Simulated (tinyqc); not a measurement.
# Trap depth and cross-section from two peaks

Inverse problem. A DLTS peak lies where ew = sn g T^2 exp(-Et/kB T), g = vth Nc/(300 K)^2. Find Et and sn.

Parameters, values chosen for the exercise:
- Nc = 1.68e19 cm^-3 (conduction-band density of states at 300 K)
- vth = 1.9e7 cm/s (thermal velocity at 300 K)

Constants: q = 1.602176634e-19 C, kB = 1.380649e-23 J/K. Results are converted to the units shown.

peak temperatures for ew = 10 and 2000 1/s (K): 100.52528  132.57999

Solution. The slope of ln(ew/T^2) against q/kB T is -Et, and the intercept is ln(sn g).

Et = 0.170 eV
sn = 9.30e-17 cm^2

tinyqc, about 0.01 s, one thread, Intel Xeon 2.30GHz (shared host): `OMP_NUM_THREADS=1 python tinyqc.py 2050161 2050162 out.jsonl`
